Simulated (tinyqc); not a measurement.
# Abrupt p-n junction, non-linear Poisson equation by Newton steps: capacitance and field against bias

One dimension, p side on the left, n side on the right; net doping C = -Na for x < 0 and +Nd for x > 0. The potential psi is counted from the intrinsic level, and the quasi-Fermi potentials are flat: 0 for holes and -V for electrons, so n = ni exp((psi + V)/Vt) and p = ni exp(-psi/Vt) (Boltzmann statistics, full ionisation, no current). Under reverse bias this makes the minority densities vanishingly small everywhere; they play no part in the charge.

The Poisson equation d/dx(eps0 eps_r dpsi/dx) = -q (p - n + C) is solved on a mesh of more than 1000 nodes that ends in neutral material (psi_p = -Vt ln(Na/ni), psi_n = Vt ln(Nd/ni) - V). C_j = q d/dV of the integral of p over x, from the linearised equation. ni = sqrt(Nc Nv) exp(-Eg/(2 Vt)), Eg in volts. Depletion approximation: Vbi = Vt ln(Na Nd/ni^2), W = sqrt(2 eps0 eps_r (Vbi - V)(1/Na + 1/Nd)/q), xp = W Nd/(Na + Nd), xn = W Na/(Na + Nd), peak field 2 (Vbi - V)/W, capacitance eps0 eps_r/W. The last column applies it to an abrupt Na-Nd junction.

Parameters, values chosen for the exercise; band and dielectric values close to those of silicon:

| symbol | value | unit | meaning |
|---|---|---|---|
| T | 325 | K | temperature |
| Eg | 1.14 | eV | band gap |
| eps_r | 11.6 |  | relative permittivity |
| Nc | 3.22e19 | cm^-3 | conduction-band density of states at T |
| Nv | 2.98e19 | cm^-3 | valence-band density of states at T |
| Na | 5.7e17 | cm^-3 | acceptor density of the p side |
| Nd | 1.9e18 | cm^-3 | donor density of the n side |

Constants: q = 1.602176634e-19 C, kB = 1.380649e-23 J/K, Vt = kB T/q, eps0 = 8.8541878128e-14 F/cm where lengths are in cm. Results are converted to the units shown.

Capacitance and field against bias:
```
V (V)  peak |E| (kV/cm)  C_j (nF/cm^2)  1/C_j^2 (cm^4/uF^2)  eps0 eps_r/C_j (nm)  abrupt depletion C (nF/cm^2)
0.14              321.2          218.8                20.90                46.95                         211.1
-0.17             381.5          184.1                29.49                55.78                         179.5
-0.47             431.9          162.6                37.81                63.15                         159.4
-0.78             478.5          146.8                46.40                69.96                         144.4
-1.08             519.6          135.2                54.72                75.97                         133.3
-1.39             559.0          125.7                63.31                81.72                         124.2
-1.69             594.5          118.2                71.62                86.92                         116.9
-2                629.2          111.7                80.22                91.99                         110.6
```

With V going from 0.14 to -2 V, C_j falls from 219 to 112 nF/cm^2 and the peak field rises from 321 to 629 kV/cm. The slope of 1/C_j^2, read as N = 2/(q eps0 eps_r |slope|), gives 4.38e17 cm^-3 between the first two rows and 4.38e17 cm^-3 between the last two, against Na Nd/(Na + Nd) = 4.38e17 cm^-3; the slopes of all rows agree within 0.01 %, as for uniform doping at both edges. At the end C_j goes as (Vbi - V)^(-0.51) with Vbi = 0.950 V, and it is 0.96 % above the abrupt depletion formula (at the first row 3.7 % above it). For V = -1.39, -1.69, -2 the peak field is at a level where avalanche or tunnelling currents, left out here, set in for such a gap.

Numbers from tinyqc (`OMP_NUM_THREADS=1 python tinyqc.py 2000143 2000144 out.jsonl`; about 0.05 s on one thread of a shared Intel Xeon 2.30GHz).
